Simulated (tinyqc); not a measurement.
## Transfer length from front and end resistance

Problem. A contact of length d and width W has Rc = (Rsh Lt/W) coth(d/Lt) and Re = (Rsh Lt/W)/sinh(d/Lt), with Rsh the sheet resistance under the metal and Lt = sqrt(rc/Rsh). Find Lt, Rsh and rc.

Parameters, values chosen for the exercise: contact length d = 0.045 um; contact width W = 3.1 um.

Rc = 6.9398716 ohm
Re = 2.7149539 ohm

Answer. Rc/Re = cosh(d/Lt) gives Lt, and Re then gives Rsh.

Lt = 0.0283 um
Rsh = 700 ohm/sq
rc = 5.60e-9 ohm cm^2

tinyqc, about 0.01 s, one thread, Intel Xeon 2.30GHz (shared host): `OMP_NUM_THREADS=1 python tinyqc.py 2760131 2760132 out.jsonl`
